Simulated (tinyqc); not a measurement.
Changing the HCl added: speciation in dilute and buffered hydrofluoric acid, oxide etch rate and bath loading. Computed by tinyqc, a small Python program. Command: `OMP_NUM_THREADS=1 python tinyqc.py 3121457 3121458 out.jsonl hfetch sweep`. One thread of a shared host (Intel(R) Xeon(R) Processor @ 2.30GHz), about 0.01 s of CPU time with the checks.

Concentrations stand for activities, NH4+ and Cl- are spectators, and water ionisation is neglected. H, F and HF2 denote the ions H+, F- and HF2-. The base temperature is 298 K.

Inputs (values chosen for the exercise, of the order of those for thermal oxide at room temperature): HF added = 0.33 mol/L; NH4F added = 0 mol/L; K1 = [H][F]/[HF] = 0.000704 mol/L; K2 = [HF2]/([HF][F]) = 4.49 L/mol; K3 = [H2F2]/[HF]^2 = 0 L/mol; rate constant of neutral HF k_a = 15 nm L/(min mol); rate constant of HF2 k_b = 61 nm L/(min mol); activation energy = 0.32 eV; temperature error = 2.9 K; oxide removed per wafer = 7.3 nm.

Constants: k_B = 8.617333262e-05 eV/K.

Method:
- Fluoride balance: [HF] + [F] + 2 [HF2] + 2 [H2F2] = HF added + NH4F added. Acid balance: [H] + [HF] + [HF2] + 2 [H2F2] = HF added + HCl added. For a trial [H], [HF] = [H][F]/K1, and the fluoride balance is a quadratic in [F].
- The root is refined to 1e-13 in pH = -log10 [H].
- Rate = k_a ([HF] + 2 [H2F2]) + k_b [HF2], an empirical two-term form.
- Time = oxide/rate; a temperature error changes the rate by exp((E_a/k_B)(1/298 - 1/(298 + error))) - 1.

One run for each value:
```
HCl added (mol/L)  etch rate (nm/min)      pH  [HF2] (mol/L)  share of HF2 in the rate (%)
0.001                           5.192   1.647        0.01230                         14.45
0.0026                          5.185   1.630        0.01191                         14.02
0.0067                          5.168   1.587        0.01099                         12.97
0.017                           5.131   1.486        0.00903                         10.74
0.045                           5.066   1.262        0.00571                          6.88
0.12                            5.005   0.905        0.00265                          3.23
0.3                             4.973   0.520        0.00112                          1.37
0.77                            4.959   0.113        0.00044                          0.55
2                               4.954  -0.301        0.00017                          0.21
```

Over the rows, etch rate (nm/min) falls from 5.19 to 4.95 (exponent d ln y / d ln x -0.0014 between the first rows and -0.0012 between the last); pH falls from 1.65 to -0.301; [HF2] (mol/L) falls from 0.0123 to 1.72e-4 (exponent d ln y / d ln x -0.033 between the first rows and -0.99 between the last). Added acid turns F and HF2 into neutral HF, the slower species in this rate law.

Caution (rows 0.770, 2.00): at ionic strengths above about 0.5 mol/L activities differ much from concentrations, so pH and rates are only indicative.
